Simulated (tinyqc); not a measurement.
# p-n diode, drift-diffusion by the Gummel loop with Scharfetter-Gummel fluxes: effects of single changes

Abrupt junction at x = 0, p side from -Lp, n side to Ln, ohmic contacts. psi is counted from the intrinsic level; n = ni exp((psi - phin)/Vt), p = ni exp((phip - psi)/Vt). Contacts: p side psi = V - Vt ln(Na/ni), p = Na, n = ni^2/Na; n side psi = Vt ln(Nd/ni), n = Nd, p = ni^2/Nd. Constant mobilities, D = mu Vt, Boltzmann statistics, SRH recombination through a mid-gap level, U = (n p - ni^2)/(tp (n + ni) + tn (p + ni)). Current is positive from the p contact to the n contact.

Inputs (values chosen for the exercise); band and dielectric values close to those of silicon:
- T = 300 K (temperature)
- Eg = 1.12 eV (band gap)
- eps_r = 11.9 (relative permittivity)
- Nc = 2.85e19 cm^-3 (conduction-band density of states at T)
- Nv = 2.6e19 cm^-3 (valence-band density of states at T)
- Na = 8.5e15 cm^-3 (acceptor density of the p side)
- Nd = 3.4e17 cm^-3 (donor density of the n side)
- mun = 750 cm^2/(V s) (electron mobility)
- mup = 290 cm^2/(V s) (hole mobility)
- tn = 1e-9 s (SRH lifetime of electrons)
- tp = 2e-10 s (SRH lifetime of holes)
- Lp = 6.8 um (length of the p side)
- Ln = 5.3 um (length of the n side)
- G = 0 cm^-3 s^-1 (uniform generation rate)

Constants: q = 1.602176634e-19 C, kB = 1.380649e-23 J/K, Vt = kB T/q, eps0 = 8.8541878128e-14 F/cm where lengths are in cm. Results are converted to the units shown.

Each table varies one quantity; the others keep the values above.

## Current against voltage in the dark

ni = sqrt(Nc Nv) exp(-Eg/(2 Vt)), Eg in volts. Poisson and both continuity equations are solved self-consistently with Scharfetter-Gummel fluxes on a graded mesh of 500 nodes. J_scr is q times the integral of U between -xp and xn. Ideal diffusion current J_id = q ni^2 [Dn coth(wp/Le)/(Le Na) + Dp coth(wn/Lh)/(Lh Nd)] (exp(V/Vt) - 1), Le = sqrt(Dn tn), Lh = sqrt(Dp tp), wp = Lp - xp, wn = Ln - xn, with xp and xn from the depletion approximation (W = sqrt(2 eps0 eps_r (Vbi - V)(1/Na + 1/Nd)/q), xp = W Nd/(Na + Nd), xn = W Na/(Na + Nd), Vbi = Vt ln(Na Nd/ni^2)). Ideality factor = 0.004 V/(Vt ln[J(V + 0.004 V)/J(V)]). Here G = 0.

In this table G = 0 cm^-3 s^-1.

Current against voltage in the dark:
```
V (V),J (A/cm^2),ideality factor,J_scr/J (%),J_id (A/cm^2),share recombining at the contacts (%),larger minority/doping at -xp and xn
0.16,1.27e-4,1.83,99.9,1.50e-7,0.00214,1.17e-9
0.22,4.43e-4,1.86,99.7,1.53e-6,0.00616,1.18e-8
0.29,0.00190,1.84,98.8,2.29e-5,0.0212,1.74e-7
0.35,0.00680,1.79,96.6,2.34e-4,0.0597,1.75e-6
0.42,0.0324,1.66,89.2,0.00350,0.185,2.56e-5
0.48,0.141,1.48,75.1,0.0357,0.424,2.52e-4
0.55,0.989,1.32,49.5,0.535,0.862,0.00343
0.61,5.57,1.46,29.2,5.45,1.32,0.0253
0.68,25.3,2.38,15.8,81.7,2.31,0.126
```

Read the table: what changes, and by how much?

J rises from 1.27e-4 to 25.3 A/cm^2; the ideality factor moves up and down between 1.32 and 2.38. Recombination in the depleted layer carries over half of the current up to V = 0.48 V, where the factor is 1.48; it grows roughly as exp(V/2 Vt), so diffusion overtakes it. Where the factor is lowest (V = 0.55 V), J is 85 % above the ideal diffusion current. From V = 0.68 V on the minority density at an edge of the layer exceeds a tenth of the doping, and in the last row J is 69 % below the ideal value.

## Effect of the donor density of the n side at fixed bias

Same model as above.

In this table V = 0.38 V.

Results:
```
Nd (cm^-3),J (A/cm^2),ideality factor,J_scr/J (%),J_id (A/cm^2),share recombining at the contacts (%),larger minority/doping at -xp and xn
3.4e17,0.0131,1.74,94.3,7.45e-4,0.0982,5.53e-6
6.2e17,0.0131,1.75,94.4,7.34e-4,0.0986,5.45e-6
2.1e18,0.0131,1.75,94.5,7.24e-4,0.0991,5.23e-6
3.9e18,0.0131,1.75,94.5,7.22e-4,0.0993,5.11e-6
7.1e18,0.0131,1.75,94.6,7.21e-4,0.0994,4.99e-6
```

Estimate the missing row, Nd = 1.1e18 cm^-3.

Computed row:
```
Nd (cm^-3),J (A/cm^2),ideality factor,J_scr/J (%),J_id (A/cm^2),share recombining at the contacts (%),larger minority/doping at -xp and xn
1.1e18,0.0131,1.75,94.5,7.28e-4,0.0989,5.36e-6
```

With this row back in the table: As Nd rises from 3.4e17 to 7.1e18, J stays near 0.0131 A/cm^2, the share of the depleted layer stays near 94.5 % and the share lost at the contacts rises from 0.0982 to 0.0994 %. The exponent d ln J/d ln Nd is 0.00 between the first two rows and 0.00 between the last two. J less J_scr is 1.6 % below J_id in the last row.

Program tinyqc, `OMP_NUM_THREADS=1 python tinyqc.py 2240130 2240131 out.jsonl`; Intel Xeon 2.30GHz, shared host, one thread, about 0.2 s.
